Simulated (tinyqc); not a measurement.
Two-mode optical phonons of a ternary alloy from two coupled oscillators: one step, computed by the program tinyqc. Command: `OMP_NUM_THREADS=1 python tinyqc.py 3029253 3029254 out.jsonl twomode walk`. One thread of a shared host (Intel(R) Xeon(R) Processor @ 2.30GHz), about 0.01 s of CPU time with the checks.

An alloy A(x)B(1-x)C has an A-C and a B-C bond oscillator. Each TO frequency moves linearly from the impurity mode (dilute end) to the TO of the pure crystal; each strength is proportional to the number of bonds.

Question. LO modes, coupled by the field. eps(omega) = eps_inf + W_1/(omega_1^2 - omega^2) + W_2/(omega_2^2 - omega^2) = 0 is the eigenproblem of the matrix [[omega_1^2 + W_1/eps_inf, sqrt(W_1 W_2)/eps_inf], [sqrt(W_1 W_2)/eps_inf, omega_2^2 + W_2/eps_inf]] for omega_LO^2. Uncoupled values keep the diagonal alone. eps_s = eps_inf + W_1/omega_1^2 + W_2/omega_2^2.

omega_1 (A-C, TO) = 292.95 1/cm

omega_2 (B-C, TO) = 182.95 1/cm

eps_inf = 8.095

W_1 = 80430.57 1/cm^2

W_2 = 42300.56 1/cm^2

Give: matrix; lower LO mode; upper LO mode; uncoupled values; eps_s.

Answer.

matrix (1/cm^2):
```
       1      2
1  95756   7206
2   7206  38696
```

lower LO mode = 194.4 1/cm

upper LO mode = 310.9 1/cm

uncoupled values (1/cm): 196.7  309.4

eps_s = 10.30

The field pushes the upper mode up by 1.44 and the lower one down by 2.29 per cm; the lower LO stays between the two TO modes.
